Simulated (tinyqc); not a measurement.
Three-level Kane dispersion of a narrow-gap semiconductor: sweeps and comparisons. A value that a table varies takes the place of the one given here.

Zero of energy at Gamma8, c = hbar^2/2m0, P^2 = Ep c. The free-electron term and remote bands are left out, so the heavy holes are flat at E = 0 and the other three bands obey E (E - Eg)(E + Dso) = P^2 k^2 (E + 2 Dso/3). The conduction band is the highest root; its edge is Ec = max(Eg, 0).

Degenerate electrons at T = 0: kF = (3 pi^2 n)^(1/3), 1 cm^-3 = 1e-24 angstrom^-3; EF is the highest root at kF. The momentum (cyclotron, optical) mass is m(E) = hbar^2 k/(dE/dk) = c d(k^2)/dE with d(k^2)/dE = k^2 [1/E + 1/(E - Eg) + 1/(E + Dso) - 1/(E + 2 Dso/3)]; the density of states is k d(k^2)/dE/(2 pi^2).

Edge mass m0* = Eg (Eg + Dso)/(Ep (Eg + 2 Dso/3)).
Constants: hbar^2/2m0 = 3.80998211 eV angstrom^2.

Parameters, chosen for this exercise (a narrow-gap II-VI alloy; the results hold for these values, not for the real material): Eg = 0.278 eV (E(Gamma6) - E(Gamma8)); Dso = 0.95 eV (spin-orbit splitting); Ep = 18.8 eV (Kane energy); k = 0.015 1/angstrom (wave vector); n = 4.5e+17 cm^-3 (electron density).

## Filling the band

n from 1e15 to 1e19 cm^-3. The last column is the local power d ln(EF - Ec)/d ln n = kF^2/(1.5 (EF - Ec) d(k^2)/dE).

Results:

| n (cm^-3) | kF (1/angstrom) | EF - Ec (meV) | parabolic (meV) | m(EF) | m(EF)/m0* | power |
|---|---|---|---|---|---|---|
| 1.0e+15 | 0.00309 | 1.8 | 1.8 | 0.0202 | 1.01 | 0.663 |
| 1.0e+16 | 0.00667 | 8.3 | 8.5 | 0.0210 | 1.05 | 0.649 |
| 3.0e+16 | 0.00961 | 16.7 | 17.7 | 0.0221 | 1.11 | 0.634 |
| 1.0e+17 | 0.01436 | 35.3 | 39.4 | 0.0245 | 1.23 | 0.604 |
| 3.0e+17 | 0.02071 | 67.2 | 82.0 | 0.0286 | 1.44 | 0.566 |
| 1.0e+18 | 0.03094 | 129.1 | 183.0 | 0.0364 | 1.83 | 0.518 |
| 3.0e+18 | 0.04462 | 222.6 | 380.7 | 0.0478 | 2.40 | 0.476 |
| 1.0e+19 | 0.06665 | 385.5 | 849.4 | 0.0669 | 3.36 | 0.438 |

The power falls from 0.663 to 0.438: 2/3 marks a parabola, 1/3 a linear band. The parabola is within 10 % up to n = 3.0e+16 cm^-3. The mass has doubled by n = 3.0e+18 cm^-3 and ends at 3.4 times its edge value.

## Closing and inverting the gap

Eg is varied at fixed k, Dso and Ep. Edge mass: Eg (Eg + Dso)/(Ep (Eg + 2 Dso/3)) for Eg > 0, 3 |Eg|/(2 Ep) for Eg < 0. The Gamma6 weight of the conduction state is 1/(1 + P^2 k^2 [(2/3)/E^2 + (1/3)/(E + Dso)^2]).

Results:

| Eg (eV) | m0* | highest root (eV) | middle (eV) | lowest (eV) | E - Ec (meV) | Gamma6 weight |
|---|---|---|---|---|---|---|
| -0.300 | 0.02394 | 0.0328 | -0.3245 | -0.9583 | 32.8 | 0.091 |
| -0.150 | 0.01197 | 0.0541 | -0.1973 | -0.9568 | 54.1 | 0.214 |
| -0.060 | 0.00479 | 0.0798 | -0.1337 | -0.9561 | 79.8 | 0.372 |
| -0.015 | 0.00120 | 0.0988 | -0.1081 | -0.9558 | 98.8 | 0.475 |
| 0.015 | 0.00119 | 0.1142 | -0.0936 | -0.9556 | 99.2 | 0.547 |
| 0.060 | 0.00465 | 0.1411 | -0.0757 | -0.9554 | 81.1 | 0.648 |
| 0.150 | 0.01120 | 0.2066 | -0.0517 | -0.9549 | 56.6 | 0.796 |
| 0.300 | 0.02137 | 0.3361 | -0.0318 | -0.9543 | 36.1 | 0.910 |

The edge mass vanishes with |Eg| from both sides, yet the kinetic energy at this k stays finite, at most 99.2 meV in the table; at Eg = 0 the two-level form, without the split-off band, gives the linear value sqrt(2/3) P k = 103.7 meV. The Gamma6 weight of the conduction state goes smoothly from 0.09 to 0.91 and is 0.48 and 0.55 in the two rows next to Eg = 0: at finite k nothing jumps at the inversion.

## What each parameter does

Edge mass, EF - Ec and m(EF). Each row changes one parameter from the base and keeps the others.

Results:

| case | m0* (m0) | EF - Ec (meV) | m(EF) (m0) |
|---|---|---|---|
| base | 0.01993 | 84.30 | 0.03079 |
| n = 9e+17 cm^-3 | 0.01993 | 122.22 | 0.03553 |
| Eg = 0.2363 eV | 0.01715 | 92.19 | 0.02919 |
| Dso = 1.0925 eV | 0.02014 | 83.47 | 0.03108 |
| Ep = 15.98 eV | 0.02344 | 73.64 | 0.03464 |

The largest shifts from the base row, up to three for each result and ties (the steps differ in size, so this ranks the rows, not the parameters). m0* (m0): Ep +0.00352, Eg -0.00278, Dso +0.00021; unchanged at the printed digits by n. EF - Ec (meV): n +37.92, Ep -10.66, Eg +7.89. m(EF) (m0): n +0.00474, Ep +0.00385, Eg -0.00160.

tinyqc: `OMP_NUM_THREADS=1 python tinyqc.py 1051190 1051191 out.jsonl`; about 0.01 s, one thread, shared Intel(R) Xeon(R) Processor @ 2.30GHz.
